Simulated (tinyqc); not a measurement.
# Contact resistivity and sheet resistance from two contact lengths

Problem. Rc = [sqrt(rc Rsh)/Wc] coth(Lc/(2 LT)), LT = sqrt(rc/Rsh), Wc = 48 nm; the second contact is twice as long as the first. Find LT, rc and Rsh.

Rc for Lc = 32 and 64 nm (ohm): [536.310427, 326.585563]

Answer. With t = tanh(Lc/(2 LT)) for the shorter contact, the resistance of the longer over that of the shorter is (1 + t^2)/2. Then sqrt(rc Rsh) = Rc t Wc, and rc and Rsh follow by multiplying and dividing by LT.

LT = 31.62 nm
rc = 3.800e-9 ohm cm^2
Rsh = 380.0 ohm

Program tinyqc, `OMP_NUM_THREADS=1 python tinyqc.py 2170146 2170147 out.jsonl`; Intel Xeon 2.30GHz, shared host, one thread, about 0.04 s.
